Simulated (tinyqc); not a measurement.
Intrinsic and extrinsic failures together.

All devices wear out with slope 2.7 and scale t63; the share 0.05 also has a flaw with slope 0.47 and scale 0.01 t63: 1 - F = exp(-(t/t63)^2.7) [1 - 0.05 + 0.05 exp(-(t/(0.01 t63))^0.47)]. W = ln(-ln(1 - F)); the local slope is dW/d ln t.

Values chosen for this exercise: characteristic time of a test capacitor t63 = 1400 s.

Intrinsic and extrinsic failures together:

| t (s) | F | W | local slope | F of wear-out alone |
|---|---|---|---|---|
| 0.014 | 0.001908 | -6.261 | 0.4614 | 3.162e-14 |
| 0.055 | 0.003567 | -5.634 | 0.4536 | 1.272e-12 |
| 0.21 | 0.006485 | -5.035 | 0.4395 | 4.736e-11 |
| 0.81 | 0.01152 | -4.457 | 0.4135 | 1.813e-9 |
| 3.1 | 0.01944 | -3.931 | 0.3674 | 6.794e-8 |
| 12 | 0.03028 | -3.482 | 0.2895 | 2.626e-6 |
| 46 | 0.04140 | -3.163 | 0.1827 | 9.883e-5 |
| 180 | 0.05193 | -2.931 | 0.2546 | 0.003925 |
| 680 | 0.1759 | -1.643 | 1.987 | 0.1326 |
| 2600 | 0.9954 | 1.681 | 2.674 | 0.9951 |

What does the table show?

The local slope goes from 0.461 through a minimum of 0.183 (at t = 46 s among the rows listed) to 2.67. At early times the flawed share sets F, 6.03e10 times the wear-out value in the first row, so a line fitted to the steep upper part says nothing about low percentiles.

Program tinyqc, `OMP_NUM_THREADS=1 python tinyqc.py 2070157 2070158 out.jsonl`; Intel Xeon 2.30GHz, shared host, one thread, about 0.01 s.
